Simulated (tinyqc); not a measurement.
Inside a calculation. Method: sp3 tight binding, zinc-blende lattice. Computed by tinyqc, a small Python program that keeps every step. Command: `OMP_NUM_THREADS=1 python tinyqc.py 25461 25462 out.jsonl` (the two numbers bound the seeds that draw the settings). One thread of a shared host (Intel(R) Xeon(R) Processor @ 2.60GHz), about 0.01 s of CPU time with the checks.

## Bloch Hamiltonian at k

Parameters chosen for this model: zinc-blende lattice, anion at 0, cation at a/4 (1,1,1); V = eta hbar^2 / (m d^2), hbar^2/m = 7.619964 eV angstrom^2:
```
parameter          value      unit
a               6.380000  angstrom
d               2.762621  angstrom
Es anion      -12.840000        eV
Ep anion       -7.460000        eV
Es cation     -12.840000        eV
Ep cation      -7.460000        eV
eta ss         -1.340000
eta sp          1.410000
eta pp sigma    2.870000
eta pp pi      -0.760000
V ss           -1.337874        eV
V sp            1.407763        eV
V pp sigma      2.865446        eV
V pp pi        -0.758794        eV
```

k point k (2 pi / a): -0.630000  0.640000  0.660000

Slater-Koster rules over the four bonds with direction cosines (l, m, n): ss V_ss; s-px l V_sp; px-s -l V_sp; px-px l^2 V_pps + (1 - l^2) V_ppp; px-py l m (V_pps - V_ppp); each times exp(i k.d).

H(k) at k (eV), lower triangle (Hermitian):
```
                      a s                a px                 a py                 a pz
a s            -12.840000
a px             0.000000           -7.460000
a py             0.000000            0.000000            -7.460000
a pz             0.000000            0.000000             0.000000            -7.460000
c s   -0.801388+3.250614i  1.297189-0.741161i  -1.253235+0.767156i  -1.167883+0.823221i
c px  -1.297189+0.741161i  0.269123-1.091624i   1.735906-1.223611i   1.862770-1.140277i
c py   1.253235-0.767156i  1.735906-1.223611i   0.269123-1.091624i  -1.928103+1.101639i
c pz   1.167883-0.823221i  1.862770-1.140277i  -1.928103+1.101639i   0.269123-1.091624i

             c s       c px       c py       c pz
c s   -12.840000
c px    0.000000  -7.460000
c py    0.000000   0.000000  -7.460000
c pz    0.000000   0.000000   0.000000  -7.460000
```

## Levels at k

Diagonalise the Hermitian matrix.

eigenvalues (eV): -16.738572  -12.824324  -10.576440  -10.522847  -7.738513  -4.399428  -4.350804  -3.289072

weights |c|^2 of the basis functions:
```
        band 1    band 2    band 3    band 4    band 5    band 6    band 7    band 8
a s   0.474779  0.183101  0.000638  0.000174  0.317637  0.000065  0.000178  0.023428
a px  0.009059  0.103909  0.047339  0.285836  0.060646  0.307261  0.032619  0.153331
a py  0.008552  0.105208  0.126086  0.207724  0.059949  0.178192  0.156973  0.157316
a pz  0.007610  0.107782  0.325937  0.006266  0.061768  0.014482  0.310230  0.165925
c s   0.474779  0.183101  0.000638  0.000174  0.317637  0.000065  0.000178  0.023428
c px  0.009059  0.103909  0.047339  0.285836  0.060646  0.307261  0.032619  0.153331
c py  0.008552  0.105208  0.126086  0.207724  0.059949  0.178192  0.156973  0.157316
c pz  0.007610  0.107782  0.325937  0.006266  0.061768  0.014482  0.310230  0.165925
```

## Bloch Hamiltonian at G

k point G (2 pi / a): 0  0  0

As before.

H(k) at G (eV), lower triangle:
```
             a s       a px       a py       a pz         c s       c px       c py       c pz
a s   -12.840000
a px    0.000000  -7.460000
a py    0.000000   0.000000  -7.460000
a pz    0.000000   0.000000   0.000000  -7.460000
c s    -5.351494   0.000000   0.000000   0.000000  -12.840000
c px    0.000000   1.797144   0.000000   0.000000    0.000000  -7.460000
c py    0.000000   0.000000   1.797144   0.000000    0.000000   0.000000  -7.460000
c pz    0.000000   0.000000   0.000000   1.797144    0.000000   0.000000   0.000000  -7.460000
```

## Levels at G

As before.

eigenvalues (eV): -18.191494  -9.257144  -9.257144  -9.257144  -7.488506  -5.662856  -5.662856  -5.662856

## Bands along a path

The same steps at evenly spaced points between the labelled ones.

Bands along the path (eV):
```
k             band 1      band 2      band 3      band 4     band 5     band 6     band 7     band 8
L         -16.144004  -13.660857  -10.774732  -10.774732  -7.897144  -4.145268  -4.145268  -2.897996
L-G 0.20  -16.477079  -13.212253  -10.661039  -10.661039  -7.818349  -4.258961  -4.258961  -3.092319
L-G 0.40  -17.102997  -12.227704  -10.342225  -10.342225  -7.623230  -4.577775  -4.577775  -3.646069
L-G 0.60  -17.674342  -11.045719   -9.891039   -9.891039  -7.421270  -5.028961  -5.028961  -4.458670
L-G 0.80  -18.057445   -9.881379   -9.452617   -9.452617  -7.372103  -5.467383  -5.467383  -5.289073
G         -18.191494   -9.257144   -9.257144   -9.257144  -7.488506  -5.662856  -5.662856  -5.662856
G-X 0.20  -18.011891   -9.729618   -9.729618   -9.689653  -7.229959  -5.668497  -5.190382  -5.190382
G-X 0.40  -17.487503  -10.650856  -10.650856  -10.633790  -6.790679  -5.688027  -4.269144  -4.269144
G-X 0.60  -16.660026  -11.800746  -11.509627  -11.509627  -6.410059  -5.729169  -3.410373  -3.410373
G-X 0.80  -15.593939  -13.075589  -12.089241  -12.089241  -6.126056  -5.804416  -2.830759  -2.830759
X         -14.369677  -14.369677  -12.292320  -12.292320  -5.930323  -5.930323  -2.627680  -2.627680
X-W 0.20  -14.369677  -14.369677  -12.292320  -12.292320  -5.930323  -5.930323  -2.627680  -2.627680
X-W 0.40  -14.369677  -14.369677  -12.292320  -12.292320  -5.930323  -5.930323  -2.627680  -2.627680
X-W 0.60  -14.369677  -14.369677  -12.292320  -12.292320  -5.930323  -5.930323  -2.627680  -2.627680
X-W 0.80  -14.369677  -14.369677  -12.292320  -12.292320  -5.930323  -5.930323  -2.627680  -2.627680
W         -14.369677  -14.369677  -12.292320  -12.292320  -5.930323  -5.930323  -2.627680  -2.627680
```

With 4 band(s) filled, the highest filled level on these points lies at G and the lowest empty one at L: a gap of 1.3600 eV, indirect.
